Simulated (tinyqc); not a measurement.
Free-carrier optics of a doped semiconductor (Drude model with one polar phonon): sweeps and comparisons. A value that a table varies takes the place of the one given here.

eps(E) = ei [1 - Ep^2/(E^2 + i E Gam)] + (es - ei) wT^2/(wT^2 - E^2 - i E gT), with Ep^2 = 8 pi c (e^2/(4 pi eps0)) N/(m ei), c = hbar^2/2m0, N in 1/angstrom^3 (1e-24 per 1/cm^3); Gam = hbar/tau, tau = mu m m0/e with m0/e = 5.685630e-12 kg/C and mu in m^2/(V s). Energies in meV.

n + i k = sqrt(eps1 + i eps2) with k >= 0; R = ((n - 1)^2 + k^2)/((n + 1)^2 + k^2) at normal incidence from vacuum; alpha = 2 E k/(hbar c), times 1e8 for 1/cm; loss function Im(-1/eps) = eps2/(eps1^2 + eps2^2).

Constants: hbar^2/2m0 = 3.80998211 eV angstrom^2; e^2/(4 pi eps0) = 14.39964547 eV angstrom; hbar = 6.58211957e-16 eV s; hbar c = 1973.269805 eV angstrom.

Values chosen for the exercise (mass and dielectric values near those of GaAs; N and mu are free inputs; interband absorption and the rise of the mass with filling are left out; the results hold for these values, not for the real material): m = 0.0694 m0 (conductivity mass); ei = 11.13 (high-frequency dielectric constant); wT = 33.3 meV (TO phonon); es = 13.04 (static dielectric constant); N = 2.4e+18 1/cm^3 (carrier density); mu = 2600 cm^2/(V s) (mobility); gT = 0.5 meV (phonon damping); E = 58 meV (photon energy).

## The coupled modes against doping

L-, L+ solve E^4 - (wL^2 + Ep^2) E^2 + Ep^2 wT^2 = 0, wL = wT sqrt(es/ei); damping left out; energies in meV.

Modes:

| N (1/cm^3) | Ep | L- | L+ | Ep sqrt(ei/es) |
|---|---|---|---|---|
| 2.0e+16 | 5.98 | 5.51 | 36.12 | 5.52 |
| 7.0e+16 | 11.18 | 10.25 | 36.32 | 10.33 |
| 2.0e+17 | 18.89 | 17.02 | 36.97 | 17.46 |
| 4.0e+17 | 26.72 | 23.15 | 38.43 | 24.69 |
| 7.0e+17 | 35.35 | 28.04 | 41.98 | 32.66 |
| 1.0e+18 | 42.25 | 30.18 | 46.62 | 39.03 |
| 3.0e+18 | 73.18 | 32.59 | 74.78 | 67.61 |
| 7.0e+18 | 111.78 | 33.03 | 112.71 | 103.27 |
| 2.0e+19 | 188.95 | 33.21 | 189.47 | 174.56 |

wL = 36.04 meV

At low density L- follows Ep sqrt(ei/es) (5.51 against 5.52), a plasmon screened by the lattice, and L+ starts at wL. At the highest density L- has come within 0.09 meV of wT, since the carriers screen the field that lifts wL, and L+ is within 0.52 meV of Ep. The branches are closest, 13.95 meV, at 7e+17 1/cm^3 of those listed. The mass is held fixed, while in a real band it rises with filling.

## Reflectance across the plasma edge

Spectrum:

| E (meV) | eps1 | eps2 | R | alpha (1/cm) |
|---|---|---|---|---|
| 6.5 | -558.54 | 564.26 | 0.947 | 1.71e+04 |
| 19.6 | -98.06 | 36.74 | 0.933 | 2.00e+04 |
| 32.7 | 13.88 | 27.29 | 0.540 | 9.59e+03 |
| 45.8 | -13.31 | 3.17 | 0.889 | 1.71e+04 |
| 55.6 | -5.16 | 1.77 | 0.787 | 1.30e+04 |
| 65.5 | -0.54 | 1.09 | 0.313 | 6.22e+03 |
| 72.0 | 1.48 | 0.82 | 0.033 | 2.37e+03 |
| 81.8 | 3.67 | 0.56 | 0.102 | 1.20e+03 |
| 98.2 | 5.96 | 0.32 | 0.176 | 659 |
| 130.9 | 8.22 | 0.14 | 0.233 | 316 |
| 196.4 | 9.84 | 0.04 | 0.267 | 128 |
| 327.3 | 10.67 | 0.01 | 0.282 | 44.5 |

Ep = 65.5 meV and Gam = 6.4 meV. R is 0.947 at the lowest energy and lowest, 0.033, at 72.0 meV of those listed; without damping and phonon it would vanish at Ep sqrt(ei/(ei - 1)) = 68.6 meV. At the highest energy R is 0.282, against 0.290 for ei alone. Between the last two rows alpha goes as E^-2.08, where the Drude limit far above Ep and Gam is E^-2. Inside the metallic range the phonon cuts a dip in R near L-, below wT = 33.3 meV, which the rows may miss.

## Free-carrier absorption and index change in the near infrared

At the wavelengths listed E = hc/lambda (hc = 1239.841984 eV nm). Approximate forms: alpha = ei Ep^2 Gam/(E^2 sqrt(ei) hbar c) and dn = -sqrt(ei) Ep^2/(2 E^2). The phonon term is left out here.

Free carriers:

| lambda (micrometre) | E (meV) | alpha (1/cm) | alpha, approximate | dn | dn, approximate |
|---|---|---|---|---|---|
| 1.31 | 946.4 | 5.20 | 5.19 | -0.00799 | -0.00798 |
| 1.55 | 799.9 | 7.29 | 7.26 | -0.0112 | -0.0112 |
| 2.00 | 619.9 | 12.2 | 12.1 | -0.0186 | -0.0186 |
| 3.00 | 413.3 | 27.5 | 27.2 | -0.0421 | -0.0418 |
| 5.00 | 248.0 | 78.3 | 75.6 | -0.118 | -0.116 |
| 8.00 | 155.0 | 213 | 193 | -0.312 | -0.298 |
| 10.60 | 117.0 | 408 | 340 | -0.569 | -0.522 |

At 1.55 micrometre alpha = 7.29 1/cm and dn = -0.0112; a phase shift of pi needs a length lambda/(2 |dn|) = 69.3 micrometre, over which the loss is 0.22 dB. The approximate alpha is within 5 % up to 5 micrometre of the wavelengths listed; it needs photon energies well above both Ep and Gam, which lie at 18.9 and 193.2 micrometre. Interband and intervalley absorption are left out.

## What moves the optical constants

At the energy E. Each row changes one parameter from the base and keeps the others.

Results:

| case | Ep (meV) | Gam (meV) | R | alpha (1/cm) |
|---|---|---|---|---|
| base | 65.45 | 6.42 | 0.7344 | 1.17e+04 |
| N = 3.6e+18 1/cm^3 | 80.16 | 6.42 | 0.8894 | 1.94e+04 |
| m = 0.0833 m0 | 59.74 | 5.35 | 0.5479 | 7.65e+03 |
| mu = 1560 cm^2/(V s) | 65.45 | 10.69 | 0.6129 | 1.17e+04 |
| ei = 11.69 | 63.87 | 6.42 | 0.6657 | 1.05e+04 |
| E = 69.6 meV | 65.45 | 6.42 | 0.0483 | 3.18e+03 |

The largest shifts from the base row, up to three for each result and ties (the steps differ in size, so this ranks the rows, not the parameters). Ep (meV): N +14.71, m -5.71, ei -1.59; unchanged at the printed digits by mu and E. Gam (meV): mu +4.28, m -1.07; unchanged at the printed digits by N, ei and E. R: E -0.6861, m -0.1865, N +0.1550. alpha (1/cm): E -8.52e+03, N +7.74e+03, m -4.05e+03; unchanged at the printed digits by mu.

Computed by tinyqc, a small Python program: `OMP_NUM_THREADS=1 python tinyqc.py 1680978 1680979 out.jsonl` (the numbers bound the seed that draws the inputs); one thread of a shared host (Intel(R) Xeon(R) Processor @ 2.30GHz), about 0.01 s for the whole set of steps.
